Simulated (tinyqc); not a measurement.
Solid solubility of a dopant against its melt (retrograde solidus), clustering and the electrically active fraction: one step, computed by the program tinyqc.

Question. Active fraction after the anneal. A highly soluble donor (another dopant than that of the solidus) is limited by clustering. Donors N_a are active, and clusters hold m atoms each: N_t = N_a + m C, m C = N* (N_a/N*)^m (n/N*)^m, each atom taking one electron, n = N_a/2 + sqrt(N_a^2/4 + n_i^2), n_i = prefactor x T^1.5 exp(-E_i/(k_B T)), with N*(T) = N*(1273 K) exp[-(E_b/k_B)(1/T - 1/1273)]. Resistivity = 1/(e mu N_a).

Inputs (values chosen for the exercise, for a model dopant):

| quantity | value | unit |
|---|---|---|
| total dopant density N_t | 1.9e+21 | 1/cm^3 |
| atoms per cluster m | 4 | - |
| cluster scale N* at 1273 K | 4.2e+20 | 1/cm^3 |
| activation energy E_b of the cluster scale | 0.3 | eV |
| anneal temperature T_a | 1275 | K |
| prefactor of n_i | 3.91e+16 | 1/(cm^3 K^1.5) |
| energy E_i in n_i | 0.606 | eV |
| mobility mu | 60 | cm^2/(V s) |

Clustering: clusters that take up free electrons.

Constants: k_B = 8.617333262e-05 eV/K; e = 1.602176634e-19 C.

Give: N*(T_a); active density N_a; active fraction; resistivity.

Answer.

N*(T_a) = 4.218e+20 1/cm^3

active density N_a = 4.904e+20 1/cm^3

active fraction = 0.2581

resistivity = 0.2121 milliohm cm

Doubling the dose would raise N_a by only 11 %. Caution: this clustering law is a generic form; degeneracy and a doping-dependent mobility are left out.
